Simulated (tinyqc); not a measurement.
## Circuit elements from the admittance matrix

Inverse problem. Y belongs to a common-source circuit with y11 = i w (Cgs + Cgd), y12 = -i w Cgd, y21 = gm - i w Cgd, y22 = gds + i w (Cgd + Cd) and a resistance Rg in series with the gate; w = 2 pi f. Find Rg, Cgs + Cgd, Cgd, gm, gds and Cd.

Values chosen for this exercise:

| symbol | value | unit | meaning |
|---|---|---|---|
| f | 0.3 | GHz | signal frequency |

Y with Rg (mS):
```
	1	2
1	0.000406232+0.326551279i	-0.000061905-0.049762751i
2	1.846358274-0.052059710i	0.022166946+0.151146466i
```

Answer. 1/Y11 = Rg + 1/(i w (Cgs + Cgd)) gives Rg; removing it from Z11 returns the inner y, whose parts are read off.

Rg = 3.810 ohm
Cgs + Cgd = 173.2 fF
Cgd = 26.40 fF
gm = 1.846 mS
gds = 0.02216 mS
Cd = 53.60 fF

Numbers from tinyqc (`OMP_NUM_THREADS=1 python tinyqc.py 2150047 2150048 out.jsonl`; about 0.01 s on one thread of a shared Intel Xeon 2.30GHz).
